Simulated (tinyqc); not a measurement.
A particle near a wafer in liquid: double-layer and van der Waals forces (DLVO), deposition barrier and removal: one step, computed by the program tinyqc.

Sphere and flat wall, Derjaguin approximation, constant potentials in the linear-superposition form, no retardation and no hydration force.

Question. Removing an attached particle. Adhesion F_a = A R/(6 h0^2) [1 + a^2/(R h0)] - kappa Z R exp(-kappa h0), a the contact radius. Drag in a shear flow F_d = 1.7 x 6 pi mu R^2 G, acting at 1.4 R; rolling starts when 1.4 R F_d = a F_a. Wall shear stress = mu G.

Inputs (values chosen for the exercise, of the order of those for alumina on silica in water):

| quantity | value | unit |
|---|---|---|
| particle radius R | 320 | nm |
| Hamaker constant A | 1.1e-20 | J |
| temperature T | 298 | K |
| contact distance h0 | 0.3 | nm |
| contact radius over R | 0.13 | - |
| viscosity | 0.67 | mPa s |

kappa = 0.3450762 1/nm

Z = 14.10615 pN

Give: van der Waals adhesion; net adhesion F_a; wall shear stress for rolling; shear rate G.

Answer.

van der Waals adhesion = 1.240e+05 pN

net adhesion F_a = 1.226e+05 pN

wall shear stress for rolling = 3470 Pa

shear rate G = 5.179e+06 1/s
